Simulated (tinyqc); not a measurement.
Ion-assisted plasma etching: sheath, surface coverage, synergy and aspect-ratio dependence: one step, computed by the program tinyqc. Command: `OMP_NUM_THREADS=1 python tinyqc.py 3022875 3022876 out.jsonl etch walk`. One thread of a shared host (Intel(R) Xeon(R) Processor @ 2.30GHz), about 0.08 s of CPU time with the checks.

Radicals adsorb on bare sites; ions remove covered sites with a high yield and bare sites by sputtering; a slow spontaneous reaction acts everywhere, walls included.

Problem. Rate at the floor of the feature. Transmission of a round hole: K = 1/(1 + 3A/4), walls that scatter diffusely without loss. With a loss probability S = s (1 - theta) at the floor, G_b/G_n = K/(K + S - K S); theta follows G_b, and the two are solved together. Ions are taken to reach the floor unshadowed; G_b replaces G_n in every term of the rate; A is depth over diameter. Steady coverage: s G_n (1 - theta) = x Y G_i theta; removal flux = Y G_i theta + Y_p G_i (1 - theta) + k_c G_n; rate = flux/N, 1 cm/s = 6e8 nm/min.

Inputs (values chosen for the exercise, close to those used for silicon in a halogen plasma): gas temperature T_g = 400 K; sticking coefficient s = 0.24; radicals per removed unit x = 4; spontaneous reaction probability k_c = 0.00017; solid density N = 5e+22 1/cm^3; aspect ratio A = 3.7.

Feature: round hole.

yield Y = 9.187329

sputter yield Y_p = 0.6349501

ion flux G_i = 7.473849e+14 1/(cm^2 s)

radical flux G_n = 3.335001e+17 1/(cm^2 s)

vertical rate = 63.48171 nm/min

Give: transmission K; G_b/G_n; coverage at the floor; rate at the floor; floor rate over open-field rate.

Solution.

transmission K = 0.26490

G_b/G_n = 0.83786

coverage at the floor = 0.70944

rate at the floor = 60.681 nm/min

floor rate over open-field rate = 0.95588

The lag is 4.4 %. Caution: a sheath of several millimetres is collisional at usual pressures, which lowers the ion energy and widens the angles.
